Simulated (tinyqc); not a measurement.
Inversion layer as a triangular well, valleys of the Si type, step by step. Values are carried at full precision from step to step, so a last printed digit may differ when a step is redone from the rounded ones.

Six ellipsoidal valleys with their long axes along the cube axes, mass ml along the axis and mt across it. For a valley whose axis makes the angle theta with the surface normal, 1/m_z = cos^2(theta)/ml + sin^2(theta)/mt sets the confinement; in the plane the masses are m_1 = mt and m_2 = ml mt/m_z, and m_d = sqrt(m_1 m_2).

Constants: e^2/(4 pi eps0) = 14.39964547 eV angstrom; hbar^2/2m0 = 3.80998211 eV angstrom^2; kB = 8.617333262e-05 eV/K.

Parameters, chosen for this exercise (near those of Si; the results hold for these values, not for the real material):
- ml = 0.904 m0 (longitudinal mass)
- mt = 0.19 m0 (transverse mass)
- face = 111 (surface)
- eps = 11.7 (dielectric constant)
- Ns = 2.2 x 1e12/cm^2 (electron sheet density)
- Nd = 0.12 x 1e12/cm^2 (depletion charge)
- eta = 0.5 (share of Ns in the effective field)
- T = 77 K (temperature)
- tox = 14 angstrom (SiO2-equivalent oxide thickness)

## Valley masses on the (111) face

Group the valleys by their angle to the normal, heaviest m_z first.

Valleys (masses in m0):
```
valleys g  cos^2(theta)     m_z     m_1     m_2     m_d
6                0.3333  0.2579  0.1900  0.6660  0.3557
```

All valleys are equivalent on this face.

## Effective field

The field is taken as constant, e F = 4 pi (e^2/4 pi eps0)(Nd + eta Ns)/eps, with 1e12/cm^2 = 1e-4/angstrom^2, and the oxide as a hard wall at z = 0; c = hbar^2/2m0.

Find e F, and F in MV/cm (1 MV/cm = 0.01 V/angstrom).

e F = 0.00188684 eV/angstrom
F = 0.1887 MV/cm

## Subband ladders

Level j of a valley lies at E_j = a_j (c (e F)^2/m_z)^(1/3) above the band edge at the surface, with the Airy zeros a_j = 2.338107, 4.087949, 5.520560, 6.786708, 7.944134, 9.022651, 10.040174, 11.008524, 11.936016, 12.828777, and has <z> = 2 E_j/(3 e F).

The ten lowest levels of all groups of valleys together, j = 0, 1, ..., c = hbar^2/2m0; primes mark the groups with lighter m_z.

Subbands:
```
label  valleys g  m_d (m0)  E (eV)  <z> (angstrom)
0              6    0.3557  0.0876           30.95
1              6    0.3557  0.1532           54.12
2              6    0.3557  0.2068           73.08
3              6    0.3557  0.2543           89.84
4              6    0.3557  0.2976          105.16
5              6    0.3557  0.3381          119.44
6              6    0.3557  0.3762          132.91
7              6    0.3557  0.4125          145.73
8              6    0.3557  0.4472          158.01
9              6    0.3557  0.4807          169.83
```

The second subband is 1, 65.6 meV above the first.

## Fermi level and populations

Subband i holds n_i = g m_d/(2 pi c) kB T ln(1 + exp((EF - E_i)/kB T)) (spin included), and EF is fixed by sum n_i = Ns over the levels listed or, where none are listed, over j = 0 to 9 of each group; 1e12/cm^2 = 1e-4/angstrom^2.

Solve for EF; c = hbar^2/2m0. The mean distance is sum n_i <z>_i/Ns.

EF = 0.0823 eV

Populations:
```
label  (EF - E)/kB T  n (1e12/cm^2)  share (%)
0              -0.80          2.200      100.0
1             -10.68          0.000        0.0
2             -18.77          0.000        0.0
3             -25.92          0.000        0.0
4             -32.45          0.000        0.0
5             -38.54          0.000        0.0
6             -44.29          0.000        0.0
7             -49.76          0.000        0.0
8             -54.99          0.000        0.0
9             -60.03          0.000        0.0
```

mean distance from the surface = 30.95 angstrom

The lowest subband holds 100.0 % of the electrons and is partly degenerate (EF within a few kB T of its edge).

## Effect on the gate capacitance

The charge sits at the mean distance <z> from the surface, which adds (3.9/eps) <z> to the oxide thickness; C/Cox = tox/(tox + 3.9 <z>/eps). The density-of-states term is left out.

added thickness = 10.32 angstrom
C/Cox = 0.576

## Checks

- Lowest level by finite differences against the Airy formula, eV: both 0.0876.

Program tinyqc; command `OMP_NUM_THREADS=1 python tinyqc.py 1280640 1280641 out.jsonl`; about 0.04 s on one thread of a shared Intel(R) Xeon(R) Processor @ 2.30GHz.
